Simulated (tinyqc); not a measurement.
# Composition from the perpendicular lattice constant

Inverse problem. The layer is x parts of the first compound and 1 - x of the second, grown coherently on the third as substrate and barrier. Rows of the table: lattice constant a, average valence level Ea on an absolute scale, spin-orbit splitting so, gaps at Gamma, X and L, hydrostatic deformation potentials av and ac (Gamma), shear potential b, elastic constants, electron and heavy-hole (along z) masses. All are interpolated linearly in x; gaps get -C x (1 - x), taken wholly in the conduction band; real line-ups can differ from this model by 0.1 eV or more. In-plane strain e = (a_substrate - a)/a, e_z = -2 (c12/c11) e, volume change 2 e + e_z. X-ray diffraction gives a_z = a (1 + e_z) of the coherent layer. Find x, e and the relaxed Gamma gap.

Inputs (values chosen for the exercise):
- CG = 1.43 eV (bowing of the Gamma gap)
- CX = 1.2 eV (bowing of the X gap)
- CL = 1.2 eV (bowing of the L gap)

Binary compounds, values chosen for the exercise:
```
              close to GaSb  close to GaAs  close to InP
a (angstrom)          6.096          5.653         5.869
Ea (eV)               -6.25          -6.92         -7.04
so (eV)               0.754          0.335         0.109
EG (eV)               0.722           1.41          1.33
EX (eV)                1.04            1.9          2.21
EL (eV)               0.817           1.71          1.92
av (eV)               0.793           1.16          1.26
ac (eV)               -6.89          -7.15         -5.07
b (eV)                -1.98          -1.72         -1.71
c11 (GPa)              87.4            119           102
c12 (GPa)              40.5           53.5          56.7
me (m0)              0.0385          0.067        0.0794
mh (m0)               0.248           0.35         0.531
```

lattice constant along the growth direction = 5.82875272 angstrom

Answer. a_z changes steadily with x, about (1 + 2 c12/c11) times as fast as the relaxed lattice constant, so one composition matches.

x = 0.4400
e = 0.3605 %
relaxed Gamma gap = 0.7549 eV

tinyqc, about 0.01 s, one thread, Intel Xeon 2.30GHz (shared host): `OMP_NUM_THREADS=1 python tinyqc.py 2690036 2690037 out.jsonl`
